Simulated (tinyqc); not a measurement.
p-n diode with diffusion and depletion-layer recombination: two steps of the calculation.

Abrupt junction in the depletion approximation, low injection, full ionisation, neutral widths fixed, ohmic contact on the p side. Vj is the junction voltage; where a series resistance Rs is given, V = Vj + J Rs is the terminal voltage.

Inputs (values chosen for the exercise); band and dielectric values close to those of indium phosphide: temperature T = 273 K; band gap Eg = 1.33 eV; relative permittivity eps_r = 12.5; conduction-band density of states at T Nc = 4.91e17 cm^-3; valence-band density of states at T Nv = 9.64e18 cm^-3; acceptor density Na = 8.9e16 cm^-3; donor density Nd = 6.6e16 cm^-3; electron lifetime tn = 6e-9 s; hole lifetime tp = 7e-6 s; series resistance Rs = 0.00014 ohm cm^2; trap level above the intrinsic level Et = 0 eV; junction voltage at which recombination is evaluated Vj = 0.76 V; terminal voltage V = 1.11 V.

Constants: q = 1.602176634e-19 C, kB = 1.380649e-23 J/K, Vt = kB T/q, eps0 = 8.8541878128e-14 F/cm where lengths are in cm. Results are converted to the units shown.

Task 1. Recombination in the depleted layer. ni = sqrt(Nc Nv) exp(-Eg/(2 Vt)), Eg in volts. Vbi = Vt ln(Na Nd/ni^2), W = sqrt(2 eps0 eps_r (Vbi - Vj)(1/Na + 1/Nd)/q), xp = W Nd/(Na + Nd), xn = W Na/(Na + Nd); u(x) = q Na (x + xp)^2/(2 eps0 eps_r) for x < 0 and Vbi - Vj - q Nd (xn - x)^2/(2 eps0 eps_r) for x > 0; p = Na exp(-u/Vt), n = Nd exp((u - Vbi + Vj)/Vt); U = ni^2 (exp(Vj/Vt) - 1)/(tp (n + ni exp(Et/Vt)) + tn (p + ni exp(-Et/Vt))); J_scr = q times the integral of U from -xp to xn. Trapezoid rule on 16 equal steps.

Wanted: W; x; u; n; p; U; J_scr.

Result 1.

W = 122.6 nm

```
point	x (nm)	u (V)	n (cm^-3)	p (cm^-3)	U (cm^-3 s^-1)
0	-52.22	0.0000	1.596e9	8.900e16	2.661e17
1	-44.56	0.0038	1.875e9	7.577e16	3.125e17
2	-36.89	0.0151	3.038e9	4.676e16	5.064e17
3	-29.23	0.0341	6.792e9	2.092e16	1.132e18
4	-21.56	0.0606	2.095e10	6.784e15	3.478e18
5	-13.90	0.0946	8.911e10	1.594e15	1.394e19
6	-6.23	0.1363	5.230e11	2.717e14	2.685e19
7	1.43	0.1852	4.193e12	3.388e13	4.807e18
8	9.10	0.2329	3.187e13	4.458e12	6.368e17
9	16.76	0.2750	1.908e14	7.446e11	1.064e17
10	24.43	0.3115	9.000e14	1.579e11	2.255e16
11	32.09	0.3424	3.343e15	4.250e10	6.071e15
12	39.76	0.3677	9.784e15	1.452e10	2.075e15
13	47.42	0.3873	2.255e16	6.300e9	9.000e14
14	55.09	0.4013	4.095e16	3.469e9	4.956e14
15	62.75	0.4098	5.858e16	2.426e9	3.465e14
16	70.42	0.4126	6.600e16	2.153e9	3.075e14
```

J_scr = 6.379e-6 A/cm^2

Task 2. New Vj. Diffusion current alone: J = J0 (exp(Vj/Vt) - 1), g = Vj + J Rs - V, g' = 1 + Rs J0 exp(Vj/Vt)/Vt, Vj(new) = Vj - g/g'.

Vj at the start = 0.555 V
J0 = J0n + J0p = 1.6171607e-18 A/cm^2

Wanted: J; g; g'; Vj after iteration 1.

Result 2.

J = 2.8474e-8 A/cm^2
g = -0.55500 V
g' = 1.0000
Vj after iteration 1 = 1.1100 V

Computed by the program tinyqc: `OMP_NUM_THREADS=1 python tinyqc.py 2260022 2260023 out.jsonl`, one thread of a shared Intel Xeon 2.30GHz, about 0.01 s for the whole run.
